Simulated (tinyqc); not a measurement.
Inside a calculation. Model: AlGaN/GaN HEMT with access regions, lumped model.

Numbers from tinyqc (`OMP_NUM_THREADS=1 python tinyqc.py 2570140 2570141 out.jsonl`; about 0.02 s on one thread of a shared Intel Xeon 2.30GHz). Printed values are rounded.

A polarisation-induced electron sheet under a Schottky gate, in series with two ungated access regions and contacts. Drift law v = mu E/(1 + mu E/vs) under the gate. Currents in mA/mm, resistances in ohm mm. No self-heating, no channel-length modulation; fits for polarisation, barrier and offset are chosen for the exercise.

Inputs (values chosen for the exercise); values close to those of AlGaN/GaN structures:
- x = 0.32 (aluminium share of the barrier)
- d = 15 nm (barrier thickness)
- eps_r = 9.1 (relative permittivity of barrier and channel)
- mu = 1200 cm^2/(V s) (channel mobility)
- vs = 1e7 cm/s (saturation velocity)
- Lg = 0.25 um (gate length)
- Ls = 2 um (source access length)
- Ld = 16 um (drain access length)
- Rc = 0.23 ohm mm (resistance of each contact)
- ft = 0 (share of the drain-access electrons removed by traps)
- Vg = -1 V (gate voltage)
- Ec = 2.8 MV/cm (critical field)
- te = 0.28 um (depth over which the depleted charge spreads)
- tf = 500 nm (insulator under the field plate)
- ei = 7 (relative permittivity of that insulator)

Constants: q = 1.602176634e-19 C, eps0 = 8.8541878128e-14 F/cm where lengths are in cm. Results are converted to the units shown.

## Polarisation charge, threshold and sheet resistance

sigma = (5e13 x + 1.6e13 x^2) cm^-2, phiB = 0.84 + 1.3 x, dEc = 0.7 (1.71 x + x^2) in volts, Cb = eps0 eps_r/d, VT = phiB - dEc - q sigma/Cb, access density n0 = -Cb VT/q. Rsh = 1/(q mu n0); largest access current q n0 vs.

sigma = 1.763840e13 cm^-2
Cb = 0.5371541 uF/cm^2
VT = -4.459749 V
n0 = 1.495199e13 cm^-2
Rsh = 347.8640 ohm
q n0 vs = 2395.572 mA/mm

## On-resistance and breakdown

sigma = (5e13 x + 1.6e13 x^2) cm^-2, phiB = 0.84 + 1.3 x, dEc = 0.7 (1.71 x + x^2) in volts, Cb = eps0 eps_r/d, VT = phiB - dEc - q sigma/Cb, access density n0 = -Cb VT/q. Ron = 2 Rc + Ls/(q mu n0) + Ld/(q mu (1 - ft) n0) + Lg/(mu Cb (Vg - VT)). Off state: a depleted stretch that holds the voltage V has the peak field sqrt(k V), k = 2 q n0/(eps0 eps_r te), so one edge holds V1 = Ec^2/k. The sheet under the plate pinches off at Vf = q n0 (1/Cb + tf/(eps0 ei)); beyond it the gate edge is screened. BV = V1 if Vf >= V1, else Vf + V1, and at most Ec Ld. Specific resistance Ron (Ls + Lg + Ld); figure of merit BV^2 over it.

Ron = 6.833654 ohm mm
Vf = 197.7156 V
V1 = 36.91687 V
BV = 36.91687 V
specific resistance = 1.247142 mohm cm^2
figure of merit = 1.092783 MW/cm^2

The plate pinches off too late to screen the gate edge, so it adds nothing.
